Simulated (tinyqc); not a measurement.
Threshold of a short bulk MOSFET: charge sharing, barrier lowering, narrow width: one step of the calculation.

n-channel device on a p-type body, depletion approximation, full ionisation. Uniform doping N = Na. Vbi from Boltzmann statistics is rough for the degenerate source. Cox = eps0 eox/tox.

Question. Short-channel and narrow-width shifts. Charge sharing (trapezoid; it ignores Vds): F = (xj/L)(sqrt(1 + 2 Wd/xj) - 1), lowering = body term times F. Barrier lowering: th = exp(-L/(2 l)) + 2 exp(-L/l), lowering = th [2 (Vbi - 2 pB) + Vds], DIBL = th. Narrow width: rise = body term times xw Wd/W. VT by each model = VT0 - lowering + rise.

Inputs (values chosen for the exercise); band and dielectric values close to those of silicon: junction depth xj = 38 nm; drain-source voltage Vds = 0.5 V; gate width W = 330 nm; shape factor of the fringing depletion at the width edges xw = 1.5708; channel length L = 100 nm.

2 pB = 0.89016106 V
Wd = 46.734344 nm
body term = 0.38124194 V
VT0 = 0.51140300 V
Vbi = 1.0456129 V
l = 14.841305 nm

Find: F; lowering by charge sharing; th; lowering of the barrier; DIBL; narrow-width rise; VT, charge sharing; VT, barrier lowering.

Answer.

F = 0.32681
lowering by charge sharing = 124.59 mV
th = 0.036795
lowering of the barrier = 29.837 mV
DIBL = 36.795 mV/V
narrow-width rise = 84.809 mV
VT, charge sharing = 0.47162 V
VT, barrier lowering = 0.56638 V

L is 6.74 scale lengths. The charge-sharing lowering is 4.18 times the barrier lowering; the first falls off as 1/L and the second exponentially. Both describe the same loss of gate control, so they are alternatives and are not added.

Computed by the program tinyqc: `OMP_NUM_THREADS=1 python tinyqc.py 2002131 2002132 out.jsonl`, one thread of a shared Intel Xeon 2.30GHz, about 0.01 s for the whole run.
